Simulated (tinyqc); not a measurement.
# Resistance of a source-drain extension with a graded tip, step by step

Program tinyqc, `OMP_NUM_THREADS=1 python tinyqc.py 2282158 2282159 out.jsonl`; Intel Xeon 2.30GHz, shared host, one thread, about 0.05 s. Printed values are rounded.

y runs along the channel, the gate covers y > 0. The doping is N0 for y < y0 and N0 10^(-(y - y0)/la) beyond, uniform over the depth xj. Sheet conductance s(y) = q mu(N) max(N - Nch, 0) xj + (for y > 0) ma Cox Vo, with mu(N) = u0 + (u1 - u0)/(1 + (N/Nr)^au) and Cox = eps0 eox/tox. Current is taken as one-dimensional; depletion of the tip, spreading and the contact are left out. The metallurgical junction lies at yj, where N = Nch.

Parameters, values chosen for the exercise; mobility law close to that of holes in silicon:

| symbol | value | unit | meaning |
|---|---|---|---|
| eox | 3.9 |  | relative permittivity of the gate insulator (close to silicon dioxide) |
| tox | 3.9 | nm | insulator thickness |
| N0 | 6.1e19 | cm^-3 | active doping of the extension far from the gate |
| la | 5.5 | nm/decade | lateral abruptness |
| y0 | 4.2 | nm | position under the gate where the fall begins (gate edge at 0) |
| xj | 18 | nm | depth of the extension |
| Nch | 5.2e17 | cm^-3 | channel doping |
| Vo | 0.81 | V | gate overdrive |
| ma | 44 | cm^2/(V s) | mobility of the gate-induced layer |
| u1 | 470.5 | cm^2/(V s) | mobility at low doping |
| u0 | 44.9 | cm^2/(V s) | mobility at high doping |
| Nr | 2.23e17 | cm^-3 | reference doping |
| au | 0.719 |  | exponent |
| Lg | 50 | nm | gate length |

Constants: q = 1.602176634e-19 C, eps0 = 8.8541878128e-14 F/cm where lengths are in cm. Results are converted to the units shown.

## Sheet resistances and junction position

yj = y0 + la log10(N0/Nch); sheet resistance of the full extension 1/[q mu(N0)(N0 - Nch) xj] and of the gate-induced layer 1/(ma Cox Vo); metallurgical length Lg - 2 yj; ye is where the doped and the gate-induced conductances are equal.

yj = 15.58130 nm
sheet resistance of the extension = 1096.259 ohm/square
sheet resistance of the induced layer = 31689.37 ohm/square
metallurgical length = 18.83741 nm
ye = 13.36734 nm
N at ye = 1.313832e18 cm^-3

The gate takes over 2.21 nm before the junction, where N is still 2.53 times the channel doping.

## Resistance of the overlapped part

Midpoint rule on 10 equal steps from 0 to yj: R_ov = sum h/s(y), per width.

```
point	y (nm)	N (cm^-3)	doped conductance (uS)	sheet resistance (ohm/square)
0	0.7790648	6.1e19	912.1932	1059.603
1	2.337194	6.1e19	912.1932	1059.603
2	3.895324	6.1e19	912.1932	1059.603
3	5.453453	3.609352e19	570.4556	1661.097
4	7.011583	1.879892e19	325.5514	2800.276
5	8.569713	9.791216e18	190.4257	4504.870
6	10.12784	5.099650e18	112.8830	6923.322
7	11.68597	2.656098e18	65.45237	10308.35
8	13.24410	1.383400e18	33.65775	15334.11
9	14.80223	7.205290e17	10.00138	24062.92
```

R_ov = 107.16 ohm um

The exact integral is 108.35 ohm um; the coarse sum is 1.1 % below it.
